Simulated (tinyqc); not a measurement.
Two-band massive Dirac model of the K valleys, step by step. Values are carried at full precision from step to step, so a last printed digit may differ when a step is redone from the rounded ones.

Basis (conduction, valence): H = [[D/2, a t (tau kx - i ky)], [a t (tau kx + i ky), -D/2 + lam tau sz]], valley tau = +/-1, spin sz = +/-1. The gap of a spin and valley is G = D - lam tau sz. Berry curvature Omega = curl of i<u|grad u>; for the conduction band Omega_c = -tau 2 a^2 t^2 G/(G^2 + 4 a^2 t^2 k^2)^(3/2), and Omega_v = -Omega_c.

Constants: hbar^2/2m0 = 3.80998211 eV angstrom^2.

Parameters, chosen for this exercise (near those used for monolayer MoS2; not measured data):
```
symbol  value            unit        meaning
a       3.198            angstrom    lattice constant
D       1.6              eV          gap parameter
t       1.18             eV          effective hopping
lam     0.08             eV          half the valence spin splitting
tau     -1                           valley
sz      1                            spin
k       (-0.041, 0.035)  1/angstrom  wave vector from the valley
h       0.01             1/angstrom  side of the plaquette
```

## Band edges of the four flavours

At k = 0: Ec = D/2, Ev = -D/2 + lam tau sz; mass m/m0 = c G/(a t)^2 for both bands, c = hbar^2/2m0; Omega_c(0) = -2 tau a^2 t^2/G^2.

Edges:
```
tau  sz  Ec (eV)  Ev (eV)  G (eV)  mass (m0)  Omega_c (angstrom^2)
1     1   0.8000  -0.7200  1.5200     0.4067               -12.327
1    -1   0.8000  -0.8800  1.6800     0.4495               -10.091
-1    1   0.8000  -0.8800  1.6800     0.4495                10.091
-1   -1   0.8000  -0.7200  1.5200     0.4067                12.327
```

The top of the valence band has spin up at tau = +1 and spin down at tau = -1: spin and valley are locked, with 160 meV between the two valence bands (A and B transitions at 1.520 and 1.680 eV, without exciton binding).

## H at one k

Fill in the matrix and diagonalise: E = lam tau sz/2 -/+ sqrt(G^2/4 + a^2 t^2 k^2).

H (eV):
```
                c               v
c          0.8000  0.1547-0.1321i
v  0.1547+0.1321i         -0.8800
```

levels (eV): -0.9043  0.8243

cos(theta) = G/(E+ - E-) = 0.9719

## Curvature, orbital moment and circular dichroism

Omega_c from the formula; orbital moment of both bands m = -tau (a t)^2 G/(c (G^2 + 4 a^2 t^2 k^2)) in Bohr magnetons (charge -e), c = hbar^2/2m0; interband strengths |P+/-|^2 proportional to (1 +/- tau cos(theta))^2 for P+/- = Px +/- i Py, and eta = (|P+|^2 - |P-|^2)/(|P+|^2 + |P-|^2) = 2 tau cos(theta)/(1 + cos^2(theta)).

Omega_c = 9.264 angstrom^2
orbital moment = 2.102 muB
eta = -0.9996

All three change sign with the valley. The selection rule, exact at k = 0, still holds to 100.0 % here.

## The curvature from a plaquette

Corners counter-clockwise around k, from (-h/2, -h/2); upper eigenvector u with its first component real and positive; Omega = -(sum of arg <u_j|u_(j+1)>)/h^2.

Corners:
```
j       kx      ky      u_c               u_v  arg <u_j|u_j+1> (rad)
1  -0.0460  0.0300  0.99270  0.10106+0.06591i               0.001457
2  -0.0360  0.0300  0.99462  0.07956+0.06630i               0.001750
3  -0.0360  0.0400  0.99297  0.07916+0.08795i              -0.001923
4  -0.0460  0.0400  0.99108  0.10055+0.08744i              -0.002210
```

Omega_c from the plaquette = 9.260 angstrom^2

The formula at the centre gives 9.264; the plaquette averages over its area.

## Checks

- Curvature formula against a plaquette of side 1e-4: both 9.2641.
- Eta against the matrix elements of dH/dkx +/- i dH/dky: both -0.99959.

Program tinyqc; command `OMP_NUM_THREADS=1 python tinyqc.py 1482367 1482368 out.jsonl`; about 0.01 s on one thread of a shared Intel(R) Xeon(R) Processor @ 2.30GHz.
